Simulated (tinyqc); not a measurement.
Worked calculation: MP2 on RHF in the sto-6g basis, for H4, spin multiplicity 1. One step of it, computed by the program tinyqc.

Problem. Second-order Moller-Plesset energy. E2 = sum_ijab (ia|jb) [2 (ia|jb) - (ib|ja)] / (e_i + e_j - e_a - e_b) over occupied i, j and virtual a, b; the opposite-spin part is (ia|jb)^2 / denominator, the rest is same-spin, and SCS-MP2 scales them by 6/5 and 1/3.

orbital energies (hartree): MO1 -0.597665, MO2 -0.492522, MO3 0.444018, MO4 0.767765

Two-electron integrals over orbitals (pq|rs), unique and non-zero (hartree):
```
(11|11) 0.448459    (21|21) 0.206812    (22|11) 0.442183    (22|22) 0.451584
(31|11) -0.041074   (31|22) -0.003532   (31|31) 0.103972    (32|21) 0.063133
(32|32) 0.098223    (33|11) 0.438896    (33|22) 0.440049    (33|31) -0.013091
(33|33) 0.457627    (41|21) 0.017689    (41|32) -0.076880   (41|41) 0.087484
(42|11) 0.051314    (42|22) 0.018447    (42|31) -0.101602   (42|33) 0.016131
(42|42) 0.106754    (43|21) -0.199132   (43|32) -0.064639   (43|41) -0.015015
(43|43) 0.212020    (44|11) 0.466310    (44|22) 0.460894    (44|31) -0.045075
(44|33) 0.472372    (44|42) 0.056183    (44|44) 0.509661
```

Hartree-Fock energy = -2.21172263 hartree

Give: Terms; Pair energies; MP2 correlation energy; SCS-MP2 correlation energy; MP2 total energy.

Solution.

Terms:

| i | j | a | b | (ia\|jb) | (ib\|ja) | denominator | term |
|---|---|---|---|---|---|---|---|
| 2 | 1 | 4 | 3 | -0.102 | -0.077 | -2.302 | -0.006 |
| 1 | 2 | 3 | 4 | -0.102 | -0.077 | -2.302 | -0.006 |
| 1 | 1 | 3 | 3 | 0.104 | 0.104 | -2.083 | -0.005 |
| 2 | 2 | 3 | 3 | 0.098 | 0.098 | -1.873 | -0.005 |
| 2 | 2 | 4 | 4 | 0.107 | 0.107 | -2.521 | -4.52e-03 |
| 1 | 1 | 4 | 4 | 0.087 | 0.087 | -2.731 | -2.80e-03 |
| 2 | 1 | 3 | 4 | -0.077 | -0.102 | -2.302 | -1.74e-03 |
| 1 | 2 | 4 | 3 | -0.077 | -0.102 | -2.302 | -1.74e-03 |

Pair energies (hartree; pair i-j sums ij and ji):

| pair | opposite spin | same spin |
|---|---|---|
| 1-1 | -0.008 | 0.000 |
| 2-1 | -0.014 | -5.31e-04 |
| 2-2 | -0.010 | 0.000 |

MP2 correlation energy = -0.03230 hartree

SCS-MP2 correlation energy = -0.03830 hartree

MP2 total energy = -2.24402 hartree
